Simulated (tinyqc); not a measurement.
Self-consistent Fermi level with native defects, at growth and after a quench: one step, computed by the program tinyqc. Command: `OMP_NUM_THREADS=1 python tinyqc.py 3022315 3022316 out.jsonl scfermi walk`. One thread of a shared host (Intel(R) Xeon(R) Processor @ 2.30GHz), about 0.07 s of CPU time with the checks.

Energies are counted from the top of the valence band (VBM); when the gap shrinks with temperature the conduction band moves and the levels stay. The added dopant is taken as fully ionised. D and A draw on one reservoir with opposite signs, as the two vacancies of a compound do.

Question. Formation energies at E_F = 0. E_f(D, 0) = input + s and E_f(A, 0) = input - s; E_f(q, E_F = 0) follows from the levels, eps(q/q-1) = E_f(q - 1) - E_f(q) at E_F = 0.

Inputs (values chosen for the exercise, for a model semiconductor): E_f of the neutral native donor D = 2.32 eV; E_f of the neutral native acceptor A = 5.761 eV; shift s of the chemical potential = 0.3 eV.

Added shallow dopant: donor.

levels of D above the VBM, most positive state first (eV): 2.12

levels of A above the VBM, (0/-1) first (eV): 0.321  0.814

Give: E_f(q, E_F = 0).

Answer.

E_f(q, E_F = 0) (eV): D(+1) 0.500, D(0) 2.620, A(0) 5.461, A(-1) 5.782, A(-2) 6.596
